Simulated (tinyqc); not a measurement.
Inputs raised by 5 %, one at a time: Schottky barrier with interface states (Cowley-Sze model), image lowering and contact resistance. Computed by tinyqc, a small Python program. Command: `OMP_NUM_THREADS=1 python tinyqc.py 3030257 3030258 out.jsonl pinning sens`. One thread of a shared host (Intel(R) Xeon(R) Processor @ 2.30GHz), about 0.03 s of CPU time with the checks.

An n-type semiconductor under a metal. The barrier lies between the Schottky-Mott limit phi_M - chi and the Bardeen limit E_g - E_n, E_n being the neutrality level of the interface states; the space-charge term of the full Cowley-Sze expression is left out.

Inputs (values chosen for the exercise, for a model semiconductor):
```
quantity                                       value   unit
gap E_g                                         1.08     eV
electron affinity chi                           4.04     eV
metal work function phi_M                       4.73     eV
neutrality level E_n above the valence band    0.544     eV
optical dielectric constant eps_opt             8.98      -
dielectric constant eps_s                       12.8      -
electron mass m_e                              0.405    m_0
valleys M_c                                        6      -
donor density N                              2.7e+17  cm^-3
temperature T                                    350      K
reverse bias V_r                                0.96      V
```

Pinning factor from: Moench relation.

Constants: k_B = 8.617333262e-05 eV/K; m_0 = 9.1093837015e-31 kg; k_B = 1.380649e-23 J/K; h = 6.62607015e-34 J s; eps_0 = 8.8541878128e-12 F/m; e = 1.602176634e-19 C; hbar = 1.054571817e-34 J s.

Method:
- S = 1/(1 + 0.1 (eps_opt - 1)^2), an empirical relation for metal-induced gap states.
- phi_B = S (phi_M - chi) + (1 - S)(E_g - E_n); the hole barrier is E_g - phi_B.
- N_c = 2 M_c (2 pi m_e k_B T/h^2)^(3/2); xi = E_c - E_F solves N = N_c F_1/2(-xi/k_B T) (bisection; full ionisation).
- F_1/2(eta) = (2/sqrt(pi)) int_0^infinity sqrt(x)/(1 + exp(x - eta)) dx, by the trapezoid rule in t = sqrt(x) with step 0.02 up to t = 12 (for eta < -12 by exp(eta) - exp(2 eta)/2^(3/2)).
- V_bi = phi_B - xi; W = sqrt(2 eps_s eps_0 (V_bi + V_r - k_B T/e)/(e N)); field at the metal E_m = e N W/(eps_s eps_0); image lowering sqrt(e E_m/(4 pi eps_s eps_0)).
- A* = 4 pi e m_e M_c k_B^2/h^3 (a simple valley count); J_s = A* T^2 exp(-phi/k_B T).
- E_00 = (e hbar/2) sqrt(N/(m_e eps_s eps_0)), E_0 = E_00 coth(E_00/k_B T); scaling form of the contact resistivity rho_c = (k_B/(e A* T)) exp(phi_B/E_0), which is the thermionic result when E_00 << k_B T and keeps only the leading exponential of tunnelling when E_00 >> k_B T; image lowering is left out of it.

Runs; columns: (1) input moved; (2) from; (3) to; (4) barrier phi_B (eV); (5) contact resistivity rho_c (ohm cm^2); (6) depletion width W (nm); (7) image lowering (eV):
```
(1)                                                   (2)        (3)      (4)      (5)     (6)       (7)
base run                                                -          -  0.55690  0.07809  83.480  0.059871
metal work function phi_M (eV)                       4.73     4.9665  0.58900  0.22477  84.481  0.060229
electron affinity chi (eV)                           4.04      4.242  0.52949  0.03165  82.615  0.059560
neutrality level E_n above the valence band (eV)    0.544     0.5712  0.53339  0.03600  82.739  0.059605
donor density N (cm^-3)                           2.7e+17  2.835e+17  0.55690  0.07762  81.513  0.060623
temperature T (K)                                     350      367.5  0.55690  0.03138  83.113  0.059740
electron mass m_e (m_0)                             0.405    0.42525  0.55690  0.07479  83.410  0.059846
dielectric constant eps_s                            12.8      13.44  0.55690  0.07853  85.541  0.057720
```

Exponents ln(y'/y) / ln(x'/x):
```
input                                        barrier phi_B  contact resistivity rho_c  depletion width W  image lowering
metal work function phi_M                            1.149                     21.670              0.244           0.122
electron affinity chi                               -1.035                    -18.509             -0.213          -0.107
neutrality level E_n above the valence band         -0.884                    -15.871             -0.183          -0.091
donor density N                                      0.000                     -0.122             -0.489           0.256
temperature T                                        0.000                    -18.686             -0.090          -0.045
electron mass m_e                                    0.000                     -0.883             -0.017          -0.009
dielectric constant eps_s                            0.000                      0.117              0.500          -0.750
```

Among the inputs moved here: barrier phi_B answers most in size to metal work function phi_M (exponent +1.149), next to electron affinity chi (-1.035); its exponent is below 0.0005 for donor density N, temperature T, electron mass m_e, dielectric constant eps_s. Contact resistivity rho_c answers most in size to metal work function phi_M (exponent +21.670), next to temperature T (-18.686). Depletion width W answers most in size to dielectric constant eps_s (exponent +0.500), next to donor density N (-0.489). Its exponent -0.489 in donor density N: W goes as N^(-1/2). Image lowering answers most in size to dielectric constant eps_s (exponent -0.750), next to donor density N (+0.256). Its exponent +0.256 in donor density N: the lowering goes as the root of the field, N^(1/4).
